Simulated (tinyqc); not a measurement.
Frenkel-Kontorova chain: a misfit dislocation (kink) in a monolayer on a periodic substrate: one step, computed by the program tinyqc. Command: `OMP_NUM_THREADS=1 python tinyqc.py 3016682 3016683 out.jsonl fkchain walk`. One thread of a shared host (Intel(R) Xeon(R) Processor @ 2.30GHz), about 0.04 s of CPU time with the checks.

E = sum_j [(k/2)(x_(j+1) - x_j - b)^2 + (W/2)(1 - cos(2 pi x_j/a))], x_j = a (j + u_j). A kink takes u from 0 to 1: the chain is stretched by one period and has one atom fewer than wells.

Question. Continuum limit. l0 = sqrt(k a^2/(2 W)); kink u(j) = (2/pi) arctan exp(pi j/l0); kink energy at f = 0: E0 = (4/pi) W l0; with misfit E0 - k a^2 f; kinks become favourable at f_c = 2/(pi l0), and a coherent chain with free ends loses stability at f_m = 1/l0. Lowest vibration of the flat chain: nu0 = 15.6333042 THz x sqrt(2 pi^2 W/(a^2 M)).

Inputs (values chosen for the exercise, for a model overlayer):

| quantity | value | unit |
|---|---|---|
| spring constant k | 7.37 | eV/angstrom^2 |
| substrate period a | 2.73 | angstrom |
| corrugation W | 3.65 | eV |
| misfit f = (b - a)/a | 0.24 | - |
| atomic mass M | 64.1 | u |

Constants: nu for 1 eV/(angstrom^2 u) = 15.6333042 THz.

Give: kink width l0; kink energy E0; kink energy with misfit; critical misfit f_c; limit f_m; gap frequency nu0.

Answer.

kink width l0 = 2.743

kink energy E0 = 12.75 eV

kink energy with misfit = -0.4348 eV

critical misfit f_c = 0.2321

limit f_m = 0.3646

gap frequency nu0 = 6.071 THz

f_c < f < f_m: kinks lower the energy, but must enter over a barrier at the ends. Caution: a corrugation above 1 eV is larger than real overlayers usually show; it is chosen to keep the kink narrow. Caution: for l0 below about 3 the kink spans few atoms, and the continuum kink energy is off by about 2 per cent or more.
